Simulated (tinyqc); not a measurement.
Inside a calculation. Model: leakage through a gate insulator: direct, Fowler-Nordheim, trap-assisted and Poole-Frenkel currents. Computed by tinyqc, a small Python program that keeps every step. Command: `OMP_NUM_THREADS=1 python tinyqc.py 3024961 3024962 out.jsonl oxideleak walk`. One thread of a shared host (Intel(R) Xeon(R) Processor @ 2.30GHz), about 0.01 s of CPU time with the checks. Intermediate numbers are printed to about 6 digits and carried at full precision; extremes and crossings named in words are read from the listed rows.

Electrons enter from the cathode Fermi level at x = 0; the conduction band of the insulator lies phi_b - e F x above it, F = V/t. WKB exponents use a parabolic band with mass m.

Inputs (values chosen for the exercise, with an insulator like HfO2):
```
quantity,value,unit
thickness t,2.2,nm
barrier phi_b,1.47,eV
tunnelling mass m,0.2,m_0
static constant eps_ox,21,-
optical constant eps_opt,4.15,-
voltage across the insulator V,0.44,V
trap depth phi_t,1,eV
trap density N_t,1.4e+18,cm^-3
attempt rate nu_0,3e+12,1/s
activation of capture E_a,0.2,eV
temperature T,200,K
```

Constants: hbar^2/(2 m_0) = 3.80998212 eV angstrom^2; e = 1.602176634e-19 C; hbar = 1.054571817e-34 J s; k_B = 8.617333262e-05 eV/K; eps_0 = 8.8541878128e-12 F/m.

## Field and tunnelling without traps

For a level a distance phi(x) below the band, the WKB exponent is 2 int kappa dx with kappa = sqrt(m phi/(hbar^2/2m_0)); for a linear barrier from phi_1 down to phi_2 = max(phi_1 - e F d, 0) it is G = (4/3) sqrt(m/(hbar^2/2m_0)) (phi_1^(3/2) - phi_2^(3/2))/(e F). J_tun = e^3 F^2/(16 pi^2 hbar m phi_b) x exp(-G) / [1 - sqrt(phi_2/phi_b)]^2 with the free-electron mass in the cathode (m in m_0), phi_2 = max(phi_b - e V, 0): direct tunnelling for e V < phi_b, Fowler-Nordheim above. Image forces, back-flow and the limit on supply are left out, so J_tun is overstated below about 0.5 V. Equivalent oxide thickness = 3.9 t/eps_ox.

field F = 2 MV/cm

equivalent oxide thickness = 0.408571 nm

WKB exponent G = 11.2563

tunnelling current J_tun = 10210.6 A/cm^2

The barrier is a trapezoid: direct tunnelling. Caution: at so low a voltage the back-flow from the anode and the carrier supply, left out of this formula, matter.

## One trap at several depths

A trap at depth x lies phi_t below the band. Capture: tunnel at the cathode Fermi level from 0 to x (G_in from phi_1 = phi_b), rate nu_0 exp(-G_in - E_c/k_B T) with E_c = E_a + max(phi_b - phi_t - e F x, 0), the last term being the height of the trap above the cathode Fermi level. Emission: tunnel from the trap level to the anode (G_out from phi_1 = phi_t over t - x), rate nu_0 exp(-G_out - E_a/k_B T). Re-emission to the cathode follows from detailed balance, rate_back = rate_in exp(dE/k_B T) with dE = phi_b - phi_t - e F x. Each trap passes R = rate_in rate_out/(rate_in + rate_back + rate_out) electrons per second; filling from the anode is left out. Depths: t times 0.08, 0.2, 0.32, 0.44, 0.56, 0.68, 0.8 and 0.92, rounded to 0.01 nm.

Rates:
```
x (nm),G_in,G_out,E_c (eV),rate in (1/s),rate back (1/s),rate out (1/s),R (1/s)
0.18,0.9939,8.24634,0.634,1.17324e-04,1.01322e+07,7.17803e+03,8.30575e-08
0.44,2.4076,7.30678,0.582,5.83140e-04,2.46462e+06,1.83674e+04,4.31366e-06
0.70,3.7949,6.32874,0.530,2.97581e-03,6.15516e+05,4.88436e+04,2.18781e-04
0.97,5.2072,5.27389,0.476,1.66346e-02,1.49936e+05,1.40256e+05,8.03986e-03
1.23,6.5391,4.22172,0.424,8.97170e-02,3.95755e+04,4.01672e+05,8.16703e-02
1.50,7.8927,3.09258,0.370,5.31815e-01,1.02229e+04,1.24238e+06,5.27475e-01
1.76,9.1670,1.97118,0.318,3.03876e+00,2.85868e+03,3.81302e+06,3.03648e+00
2.02,10.4120,0.81735,0.266,1.78795e+01,8.23157e+02,1.20886e+07,1.78783e+01
```

The most effective of these traps sits at 2.02 nm, 92 % of the way; where rate back exceeds rate out, re-emission drains the trap, and elsewhere the slower forward step limits R.

## Trap-assisted current

J_TAT = e N_t int_0^t R dx by the midpoint rule on 400 intervals; the most effective depth is the midpoint with the largest R, rounded to 0.01 nm.

trap-assisted current J_TAT = 2.01896e-07 A/cm^2

most effective depth = 2.2 nm

## Poole-Frenkel bound

Poole-Frenkel emission over the lowered barrier of a charged trap: lowering sqrt(e F/(pi eps_opt eps_0)); J_PF = e N_t^(2/3) nu_0 exp(-(phi_t - lowering)/k_B T), one sheet of traps emitting with supply unlimited (an upper bound).

barrier lowering = 0.526862 eV

Poole-Frenkel bound J_PF = 7.18946e-07 A/cm^2

Caution: the film is too thin for the Poole-Frenkel picture (the lowering is a large part of the whole drop, or the traps are further apart than the film is thick), so J_PF is only nominal.

## Total without and with traps

J = J_tun + J_TAT (the Poole-Frenkel bound is not added); the ratio J/J_tun is the excess that stress-made traps add.

total current J = 10210.6 A/cm^2

J/J_tun = 1

## Against voltage

The formulas are those given above.

Currents:
```
V (V),F (MV/cm),J_tun (A/cm^2),J_TAT (A/cm^2),best depth (nm)
0.26,1.1818,7.31318e+03,1.35280e-11,2.20
0.53,2.4091,1.21205e+04,7.73527e-06,1.95
0.80,3.6364,2.06902e+04,2.30899e-04,1.30
1.07,4.8636,3.65042e+04,8.81482e-04,1.03
1.34,6.0909,6.53830e+04,1.76096e-03,0.87
1.61,7.3182,1.64927e+05,3.18000e-03,0.71
1.88,8.5455,6.54629e+05,5.62302e-03,0.61
2.15,9.7727,1.90567e+06,9.07832e-03,0.54
2.42,11.0000,4.49523e+06,1.35781e-02,0.48
```

Tunnelling without traps rules in every row. Over the range J_tun grows by 2.8 decades and J_TAT by 9.0. The best depth moves towards the cathode as the field rises. The highest rows may lie beyond breakdown. Below about 0.5 V the formula for J_tun, which has no back-flow, overstates the current.

## Against thickness at fixed field

The formulas are those given above.

Currents:
```
t (nm),V (V),J_tun (A/cm^2),J_TAT (A/cm^2)
1.2,0.24,4.85603e+06,2.47987e-10
1.6,0.32,3.58303e+05,3.47984e-09
2.2,0.44,1.02106e+04,2.01896e-07
3.0,0.60,1.43130e+02,1.40267e-06
4.0,0.80,1.29804e+00,1.42496e-06
5.5,1.10,3.95143e-03,7.91335e-07
7.5,1.50,3.15338e-05,1.26553e-07
10.0,2.00,3.15338e-05,1.11193e-07
```

Between the first rows J_tun falls by 2.83 decades per nm. From t = phi_b/(e F) = 7.35 nm it stops changing, since a triangular barrier does not feel the thickness. J_TAT stays below J_tun at all these thicknesses. Below about 0.5 V the formula for J_tun, which has no back-flow, overstates the current.

Checks made by the program: the WKB exponent by quadrature (relative difference below 1e-10); the integral with twice the points (relative difference 5e-05).
